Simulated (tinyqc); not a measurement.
Carrier lifetime of an n-type layer with SRH, radiative, Auger and surface recombination: two steps of the calculation.

Uniform excess density dn = dp (no trapping), n = n0 + dn, p = p0 + dn, Boltzmann statistics, full ionisation. Surfaces enter as a rate 2 S dn/d, which holds while diffusion to them is fast.

Inputs (values chosen for the exercise); band and dielectric values close to those of 4H silicon carbide:
```
symbol,value,unit,meaning
T,250,K,temperature
Eg,3.21,eV,band gap
Nc,1.29e19,cm^-3,conduction-band density of states at T
Nv,1.92e19,cm^-3,valence-band density of states at T
B,1.47e-12,cm^3/s,radiative coefficient
N,1.3e17,cm^-3,donor density
Cn,1.6e-31,cm^6/s,Auger coefficient (two electrons)
Cp,1.9e-31,cm^6/s,Auger coefficient (two holes)
Nt,1.1e11,cm^-3,trap density
sn,1e-14,cm^2,capture cross-section for electrons
sp,2e-16,cm^2,capture cross-section for holes
vth,1.1e7,cm/s,thermal velocity (both carriers)
Et,1.8,eV,trap level below the conduction band
S,50,cm/s,surface recombination velocity (both faces)
d,20,um,sample thickness
G,5.1e18,cm^-3 s^-1,generation rate
```

Constants: q = 1.602176634e-19 C, kB = 1.380649e-23 J/K, Vt = kB T/q. Results are converted to the units shown.

Question 1. Equilibrium densities and SRH constants. ni = sqrt(Nc Nv) exp(-Eg/(2 Vt)), Eg in volts; majority density N/2 + sqrt(N^2/4 + ni^2), n0 p0 = ni^2; n1 = Nc exp(-Et/Vt), p1 = Nv exp((Et - Eg)/Vt); tn0 = 1/(sn vth Nt), tp0 = 1/(sp vth Nt).

Give: ni; n0; p0; n1; p1; tn0; tp0.

Answer 1.

ni = 6.943e-14 cm^-3
n0 = 1.300e17 cm^-3
p0 = 3.708e-44 cm^-3
n1 = 6.671e-18 cm^-3
p1 = 7.227e-10 cm^-3
tn0 = 8.264e-5 s
tp0 = 0.004132 s

Question 2. New dn. With e = n p - ni^2 = dn (n0 + p0 + dn): U_SRH = e/(tp0 (n + n1) + tn0 (p + p1)), U_rad = B e, U_Aug = (Cn n + Cp p) e, U_s = 2 S dn/d. Newton step on ln U(ln dn) = ln G, U the sum: k = d ln U/d ln dn (central difference over factors 1.0001), dn(new) = dn (G/U)^(1/k).

dn at the start = 1e12 cm^-3
n0 = 1.3e17 cm^-3
p0 = 3.7084778e-44 cm^-3
n1 = 6.6709360e-18 cm^-3
p1 = 7.2269036e-10 cm^-3
tn0 = 8.2644628e-5 s
tp0 = 0.0041322314 s

Find: U_SRH; U_rad; U_Aug; U_s; k; dn after iteration 1.

Answer 2.

U_SRH = 2.4200e14 cm^-3 s^-1
U_rad = 1.9110e17 cm^-3 s^-1
U_Aug = 2.7041e15 cm^-3 s^-1
U_s = 5.0000e16 cm^-3 s^-1
k = 1.0000
dn after iteration 1 = 2.0897e13 cm^-3

Computed by the program tinyqc: `OMP_NUM_THREADS=1 python tinyqc.py 2300045 2300046 out.jsonl`, one thread of a shared Intel Xeon 2.30GHz, about 0.01 s for the whole run.
